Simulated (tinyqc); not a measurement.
# Bulk resistivity and mean free path from two films

Question. In the thick-film limit single-crystal films obey rho = rho0 (1 + 3 (1 - ps) lam/(8 d)). Find rho0, lam and the product rho0 lam.

Values chosen for this exercise:
- ps = 0 (specular share of surface scattering)

rho at d = 23 and 60 nm (uohm cm): [7.4898859, 6.7499563]

Answer. rho is a straight line in 1/d: the intercept is rho0 and the slope (3/8)(1 - ps) rho0 lam. Without ps only the product (1 - ps) lam could be found.

rho0 = 6.29 uohm cm
lam = 11.7 nm
rho0 lam = 73.6 uohm cm nm

Computed by the program tinyqc: `OMP_NUM_THREADS=1 python tinyqc.py 2100104 2100105 out.jsonl`, one thread of a shared Intel Xeon 2.30GHz, about 0.01 s for the whole run.
